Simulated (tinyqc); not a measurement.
A particle near a wafer in liquid: double-layer and van der Waals forces (DLVO), deposition barrier and removal: one step, computed by the program tinyqc. Command: `OMP_NUM_THREADS=1 python tinyqc.py 3111857 3111858 out.jsonl dlvo walk`. One thread of a shared host (Intel(R) Xeon(R) Processor @ 2.30GHz), about 0.01 s of CPU time with the checks.

Sphere and flat wall, Derjaguin approximation, constant potentials in the linear-superposition form, no retardation and no hydration force.

Task: Energy and force at one gap. U(h) = Z R exp(-kappa h) - A R/(6 h); F(h) = -dU/dh = kappa Z R exp(-kappa h) - A R/(6 h^2), positive for repulsion.

Inputs (values chosen for the exercise, of the order of those for silica on silica in water):

| quantity | value | unit |
|---|---|---|
| particle radius R | 63 | nm |
| Hamaker constant A | 5.2e-21 | J |
| temperature T | 343 | K |
| gap h | 6.5 | nm |

Z = -9.829785 pN

kappa = 0.7055086 1/nm

Constants: k_B = 1.380649e-23 J/K.

Give: double-layer energy; van der Waals energy; U(h); F(h).

Result:

double-layer energy = -1.3333 k_B T

van der Waals energy = -1.7738 k_B T

U(h) = -3.1071 k_B T

F(h) = -5.7468 pN
